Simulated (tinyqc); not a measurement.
## Scale length and length offset from two DIBL values

Question. DIBL = exp(-Le/(2 l)) + 2 exp(-Le/l) with Le = L - dL. Find l, dL and the drawn length for a DIBL of 100 mV/V.

DIBL at drawn lengths 39 and 64 nm (mV/V): [77.863743, 11.440212]

Solution. With e = exp(-Le/(2 l)), 2 e^2 + e = DIBL gives e and so Le/l at each length; Le/l is a straight line in L with slope 1/l.

l = 6.90 nm
dL = 2.00 nm
length for 100 mV/V = 36.0 nm

tinyqc, about 0.01 s, one thread, Intel Xeon 2.30GHz (shared host): `OMP_NUM_THREADS=1 python tinyqc.py 2002011 2002012 out.jsonl`
